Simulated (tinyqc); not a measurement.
Diamond against structures with more neighbours: Stillinger-Weber potential for a tetrahedral semiconductor. Computed by tinyqc, a small Python program. Command: `OMP_NUM_THREADS=1 python tinyqc.py 3006178 3006179 out.jsonl swsi walk`. One thread of a shared host (Intel(R) Xeon(R) Processor @ 2.30GHz), about 0.04 s of CPU time with the checks.

With x = r/sigma: pair term eps A (B x^-4 - 1) exp(1/(x - a)); for each pair of neighbours j, k of atom i, three-body term eps lambda exp(gamma/(x_ij - a) + gamma/(x_ik - a)) (cos theta_jik + 1/3)^2; both vanish beyond x = a. A = 7.049556277, B = 0.6022245584, a = 1.8.

Inputs (values chosen for the exercise, modelled on silicon):
```
quantity                    value      unit
energy scale eps             2.14        eV
length scale sigma          2.104  angstrom
three-body strength lambda   21.4         -
gamma                         1.2         -
```

Method. Each structure is relaxed in its neighbour distance d (lowest minimum for d between sigma and 1.7 sigma), with all neighbours inside the cut-off, second shells too where they fall inside.

Energies per atom (eV):
```
structure     first neighbours  d (angstrom)     pair  three-body    total  volume (angstrom^3)
diamond                      4        2.3617  -4.2800      0.0000  -4.2800               20.280
simple cubic                 6        2.6272  -5.5507      1.5712  -3.9794               18.134
bcc                          8        2.8257  -6.2468      2.2875  -3.9593               17.368
fcc                         12        2.9484  -6.2168      2.3729  -3.8439               18.124
```

What does the comparison show, and why?

The order is diamond < simple cubic < bcc < fcc, the lowest two 0.301 eV apart. Against diamond the pair energy changes by -1.27 (simple cubic), -1.97 (bcc), -1.94 (fcc) eV, while angles away from 109.47 degrees cost 1.57, 2.29, 2.37 eV; the bonds stretch to 2.95 angstrom in fcc to weaken that penalty.

Extremes, crossings and ranges named in words are read from the listed rows.
